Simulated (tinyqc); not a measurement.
MOS inversion layer, Poisson-Schroedinger loop: two steps of the calculation.

Electrons confined at an insulator interface at z = 0, treated as a hard wall; parabolic valleys, Hartree approximation, no image or exchange terms. The depletion charge lies far deeper than the electrons and gives a uniform field q Nd/(eps0 eps_r); the gate balances all charge. Energies are counted from the band edge at the interface.

Parameters, values chosen for the exercise; masses and permittivity close to those of silicon (100): temperature T = 77 K; mass along z of valley set A (2 valley(s)) mz1 = 0.927 m0; in-plane density-of-states mass of set A md1 = 0.192 m0; mass along z of valley set B (4 valley(s)) mz2 = 0.192 m0; in-plane density-of-states mass of set B md2 = 0.415 m0; sheet density of electrons Ns = 6.5e11 cm^-2; extra shift of set B (strain) dE = 0 eV; mesh step hz = 0.81 nm.

Constants: q = 1.602176634e-19 C, kB = 1.380649e-23 J/K, hbar = 1.054571817e-34 J s, m0 = 9.1093837015e-31 kg, Vt = kB T/q, hbar^2/(2 m0) = 0.0380998212 eV nm^2. Results are converted to the units shown.

Question 1. Levels and probability densities. Tridiagonal Hamiltonian with psi = 0 one step beyond both ends: H_ii = C (1/m_(i-1/2) + 1/m_(i+1/2))/hz^2 + V0_i + U_i (+ dE for the set B), H_(i,i+1) = -C/(m_(i+1/2) hz^2), C = hbar^2/(2 m0). The lowest 2 level(s) of each valley set are kept, normalised to hz sum |psi|^2 = 1. The mass is the same on all intervals.

```
node  fixed potential V0 (eV)  self-consistent potential U at the start (eV)
1                  0.01724359                                              0
2                  0.03448719                                              0
3                  0.05173078                                              0
4                  0.06897437                                              0
5                  0.08621796                                              0
6                  0.10346156                                              0
7                  0.12070515                                              0
8                  0.13794874                                              0
9                  0.15519233                                              0
10                 0.17243593                                              0
11                 0.18967952                                              0
12                 0.20692311                                              0
13                 0.22416671                                              0
14                 0.24141030                                              0
15                 0.25865389                                              0
16                 0.27589748                                              0
17                 0.29314108                                              0
18                 0.31038467                                              0
```

Wanted: levels; |psi|^2 of A1; |psi|^2 of A2; |psi|^2 of B1; |psi|^2 of B2.

Answer 1.

levels (eV): A1 0.06096, A2 0.10503, B1 0.10415, B2 0.18126

```
node  |psi|^2 of A1 (1/nm)  |psi|^2 of A2 (1/nm)  |psi|^2 of B1 (1/nm)  |psi|^2 of B2 (1/nm)
1                  0.28290               0.23848               0.06630               0.06323
2                  0.47971               0.08545               0.19447               0.13435
3                  0.31435               0.05424               0.27345               0.09226
4                  0.11982               0.31354               0.26444               0.01229
5                  0.03095               0.31888               0.19868               0.01517
6                  0.00587               0.15987               0.12308               0.10145
7                  0.00086               0.05060               0.06508               0.18654
8                  0.00010               0.01131               0.03006               0.21052
9                  0.00001               0.00190               0.01232               0.17643
10                 0.00000               0.00025               0.00454               0.11905
11                 0.00000               0.00003               0.00152               0.06758
12                 0.00000               0.00000               0.00046               0.03317
13                 0.00000               0.00000               0.00013               0.01433
14                 0.00000               0.00000               0.00003               0.00552
15                 0.00000               0.00000               0.00001               0.00191
16                 0.00000               0.00000               0.00000               0.00059
17                 0.00000               0.00000               0.00000               0.00015
18                 0.00000               0.00000               0.00000               0.00003
```

Question 2. Converged levels, occupations and centroid. Level k holds N_k = D_k Vt ln(1 + exp((EF - E_k)/Vt)) with D = 2 md1 m0 q/(pi hbar^2) for the set A, D = 4 md2 m0 q/(pi hbar^2) for the set B per eV (spin included); EF is fixed by sum N_k = Ns.

Solve for the levels with V0 + U, find EF, n_i = sum_k N_k |psi_k|^2 (in cm^-3); share of each level N_k/Ns; centroid sum n z/sum n.

```
node  z (nm)  fixed potential V0 (eV)  converged U (eV)
1       0.81               0.01724359       0.008005963
2       1.62               0.03448719       0.013864563
3       2.43               0.05173078       0.016552207
4       3.24               0.06897437       0.017398321
5       4.05               0.08621796       0.017600050
6       4.86               0.10346156       0.017641204
7       5.67               0.12070515       0.017649901
8       6.48               0.13794874       0.017652184
9       7.29               0.15519233       0.017652906
10       8.1               0.17243593       0.017653144
11      8.91               0.18967952       0.017653218
12      9.72               0.20692311       0.017653240
13     10.53               0.22416671       0.017653246
14     11.34               0.24141030       0.017653248
15     12.15               0.25865389       0.017653248
16     12.96               0.27589748       0.017653248
17     13.77               0.29314108       0.017653248
18     14.58               0.31038467       0.017653248
```

Find: levels; EF; shares; n; centroid.

Answer 2.

levels (eV): A1 0.07443, A2 0.12042, B1 0.12034, B2 0.19791
EF = 0.073218 eV
shares (%): A1 99.284, A2 0.133, B1 0.583, B2 0.000
n, node 1 to 18 (in units of 1e18 cm^-3): 2.1524  3.1784  1.8458  0.6459  0.1610  0.0325  0.0064  0.0016  0.0005  0.0002  0.0001  0.0000  0.0000  0.0000  0.0000  0.0000  0.0000  0.0000
centroid = 1.7861 nm

Program tinyqc, `OMP_NUM_THREADS=1 python tinyqc.py 2160137 2160138 out.jsonl`; Intel Xeon 2.30GHz, shared host, one thread, about 0.7 s.
